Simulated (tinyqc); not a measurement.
From enhancement D_s/D_i back to surface concentration C_s: concentration-dependent dopant diffusion with charged defects and the built-in field. Computed by tinyqc, a small Python program. Command: `OMP_NUM_THREADS=1 python tinyqc.py 3007520 3007521 out.jsonl extrinsic inv`. One thread of a shared host (Intel(R) Xeon(R) Processor @ 2.30GHz), about 0.08 s of CPU time with the checks.

A constant source C_s feeds a half space. The dopant moves through neutral point defects and through charged ones, whose number grows with the majority carrier density n.

Inputs (values chosen for the exercise, modelled on phosphorus in silicon):
```
quantity,value,unit
neutral prefactor D0x,3.32,cm^2/s
neutral activation energy E0,3.66,eV
singly charged prefactor D01,4.94,cm^2/s
activation energy E1,3.98,eV
doubly charged prefactor D02,40.5,cm^2/s
activation energy E2,4.36,eV
temperature T,875,C
```

Field enhancement: on.

Constants: k_B = 8.617333262e-05 eV/K.

Method:
- n_i = 3.87e16 T^1.5 exp(-7014/T) per cm^3 (T in kelvin, an empirical form); each D = prefactor x exp(-E/(k_B T)); the intrinsic diffusivity D_i is their sum.
- Temperatures in kelvin are T(C) + 273.15.
- n = C/2 + sqrt(C^2/4 + n_i^2); D(C) = h [Dx + D1 (n/n_i) + D2 (n/n_i)^2], h = 1 + C/sqrt(C^2 + 4 n_i^2).

Task: A run gave the result below. Find the surface concentration C_s, known to lie between 3.7e+19 and 9.5e+19 1/cm^3.

enhancement D_s/D_i = 11.44845

Result:

Each step takes the trial c = (a f_b - b f_a)/(f_b - f_a), f being the result less the target and a, b, c the logarithms of the listed values; c replaces end b, the old b replaces a if the sign of f changed, and otherwise f_a is halved.

Scan of the range:
```
surface concentration C_s (1/cm^3),enhancement D_s/D_i
3.70e+19,5.4479
4.33e+19,6.5303
5.07e+19,7.9749
5.93e+19,9.8896
6.94e+19,12.4630
8.12e+19,15.9144
9.50e+19,20.5592
```

False position (Illinois rule, in the logarithm of the input) inside the bracket:
```
step,end a,end b,trial,enhancement D_s/D_i
1,5.93000e+19,6.94000e+19,6.52274e+19,11.3573
2,6.94000e+19,6.52274e+19,6.55615e+19,11.4437
3,6.94000e+19,6.55615e+19,6.55964e+19,11.4527
4,6.55615e+19,6.55964e+19,6.55800e+19,11.4484
5,6.55964e+19,6.55800e+19,6.55800e+19,11.4484
```

Enhancement D_s/D_i rises at every point of a 13-point scan of the range (every second point is shown), so one value fits; it is bracketed by 5.93e19 and 6.94e19. Answer: surface concentration C_s = 6.558e19 1/cm^3.
